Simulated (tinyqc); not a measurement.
Inside a calculation. Model: four-point probe, van der Pauw, Hall and spreading-resistance readings of a semiconductor layer. Computed by tinyqc, a small Python program that keeps every step. Command: `OMP_NUM_THREADS=1 python tinyqc.py 3110447 3110448 out.jsonl probe walk`. One thread of a shared host (Intel(R) Xeon(R) Processor @ 2.30GHz), about 0.01 s of CPU time with the checks. Intermediate numbers are printed to about 6 digits and carried at full precision; extremes and crossings named in words are read from the listed rows.

The layer is uniform and ohmic; contacts are points unless a radius is given.

Inputs (values chosen for the exercise, modelled on n-type silicon):

| quantity | value | unit |
|---|---|---|
| carrier density n | 5e+17 | 1/cm^3 |
| drift mobility mu | 352 | cm^2/(V s) |
| layer thickness t | 660 | micrometre |
| probe spacing s | 1.588 | mm |
| current I | 0.1 | mA |
| radius a of the spreading-resistance contact | 6.2 | micrometre |

Backing of the layer: conducting.

Constants: e = 1.602176634e-19 C.

## Resistivity and sheet resistance

rho = 1/(e n mu); R_s = rho/t.

resistivity rho = 0.0354631 ohm cm

sheet resistance R_s = 0.537320 ohm/square

## Four-point voltage

Collinear probes with equal spacing on a layer with conducting backing: images at depth 2 m t give V = (rho I/(2 pi s)) G, G = 1 + 4 sum_(m>=1) (-1)^m [1/sqrt(1 + (2 m u)^2) - 1/sqrt(4 + (2 m u)^2)], u = t/s; the sum runs to m = 20000, with the last term halved. Limits: thick, rho = 2 pi s V/I; thin on an insulator, rho = (pi/ln 2) t V/I.

t/s = 0.415617

G = 0.135347

voltage V = 4.81056e-04 mV

rho by the thick formula = 0.00479983 ohm cm

rho by the thin formula = 0.00143901 ohm cm

The thick formula is off by -86.5 % and the thin one by -95.9 %. A conducting backing shunts the current, so V lies below the thick value.

## Thickness correction

The last two columns give rho(formula)/rho for rho = 2 pi s V/I and rho = (pi/ln 2) t V/I.

Correction against t/s:

| t/s | G | thick formula | thin formula |
|---|---|---|---|
| 0.1 | 1.89158e-06 | 1.89158e-06 | 1.36449e-07 |
| 0.2 | 3.41950e-03 | 3.41950e-03 | 4.93330e-04 |
| 0.3 | 3.78756e-02 | 3.78756e-02 | 8.19644e-03 |
| 0.5 | 2.28997e-01 | 2.28997e-01 | 8.25934e-02 |
| 0.7 | 4.49933e-01 | 4.49933e-01 | 2.27191e-01 |
| 1.0 | 6.83310e-01 | 6.83310e-01 | 4.92904e-01 |
| 1.5 | 8.64029e-01 | 8.64029e-01 | 9.34898e-01 |
| 2.0 | 9.32936e-01 | 9.32936e-01 | 1.34594e+00 |
| 3.0 | 9.77516e-01 | 9.77516e-01 | 2.11539e+00 |
| 5.0 | 9.94802e-01 | 9.94802e-01 | 3.58799e+00 |

The thin formula, made for an insulating backing, holds nowhere here; the thick one holds to 1 % from t/s = 5.

## Spreading resistance

Flat disc contact with the current density of a half-space: R = (rho/(4 a)) c, c = (4/pi) int_0^infinity K(x t/a) sin(x) J1(x)/x^2 dx for a conducting backing, K = tanh, with the voltage averaged over the disc; c tends to 1 for t >> a.

rho/(4 a) = 14.2996 ohm

factor c = 0.995855

spreading resistance = 14.2404 ohm

column estimate rho t/(pi a^2) = 1938.15 ohm

## Contact radius against thickness

Compared with (2/pi) arctan(2 t/a) and with the column value 4 t/(pi a).

At the given t:

| t/a | c | arctan form | column form | R (ohm) |
|---|---|---|---|---|
| 0.1 | 0.108910 | 0.125666 | 1.27324e-01 | 1.46299e-03 |
| 0.2 | 0.201494 | 0.242238 | 2.54648e-01 | 5.41333e-03 |
| 0.5 | 0.414903 | 0.500000 | 6.36620e-01 | 2.78670e-02 |
| 1.0 | 0.620675 | 0.704833 | 1.27324e+00 | 8.33753e-02 |
| 2.0 | 0.788937 | 0.844042 | 2.54648e+00 | 2.11956e-01 |
| 5.0 | 0.912405 | 0.936549 | 6.36620e+00 | 6.12817e-01 |
| 10.0 | 0.955956 | 0.968195 | 1.27324e+01 | 1.28414e+00 |
| 30.0 | 0.985294 | 0.989391 | 3.81972e+01 | 3.97064e+00 |

The arctan form misses c by at most about 21 % over these rows; the column form is off by +17 % at t/a = 0.1 and by +105 % at t/a = 1, where the current spreads beyond the disc.

Checks made by the program: G at u = 20 against 1 - 3 eta(3)/(4 u^3), eta(3) = 0.9015427 (relative difference 2e-07); (4/pi) int sin x J1(x)/x^2 dx = 1 (relative difference 3e-05).
